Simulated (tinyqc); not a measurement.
Effective-mass impurity with a central-cell term, in a basis of Slater functions: one step, computed by the program tinyqc.

The envelope obeys H = -nabla^2 - (2/r) [Z + A exp(-kappa r)] in effective units, with kappa = a*/lambda; positive A deepens the well near the core.

Question. Matrices over the s basis. zeta_i = zeta_1 beta^(i-1), i = 1..n. For s functions exp(-zeta r), with s = zeta_i + zeta_j: S = 2/s^3, T = zeta_i zeta_j S, V = -2 Z/s^2, W = -2 A/(s + kappa)^2; each function is normalised by dividing by sqrt(S_ii S_jj).

Inputs (values chosen for the exercise, with screening close to that of germanium):
```
quantity                  value  unit
charge Z of the core          1     -
central-cell strength A      11     -
basis size n                  3     -
smallest exponent zeta_1   0.52  1/a*
ratio beta of exponents     2.3     -
```

Impurity: acceptor, one isotropic band.

kappa = 53.09581 1/a*

Give: exponents; overlap S; kinetic T; Coulomb V; central cell W.

Answer.

exponents (1/a*): 0.52  1.196  2.7508

overlap S:
```
        1       2       3
1  1.0000  0.7765  0.3911
2  0.7765  1.0000  0.7765
3  0.3911  0.7765  1.0000
```

kinetic T (Ry*):
```
         1         2        3
1   0.2704   0.48292  0.55948
2  0.48292  1.430416   2.5546
3  0.55948    2.5546   7.5669
```

Coulomb V (Ry*):
```
         1        2        3
1    -1.04  -1.3325  -1.2793
2  -1.3325   -2.392  -3.0647
3  -1.2793  -3.0647  -5.5016
```

central cell W (Ry*):
```
            1          2          3
1  -0.0042221  -0.014366  -0.047384
2   -0.014366  -0.048897   -0.16139
3   -0.047384   -0.16139   -0.53346
```
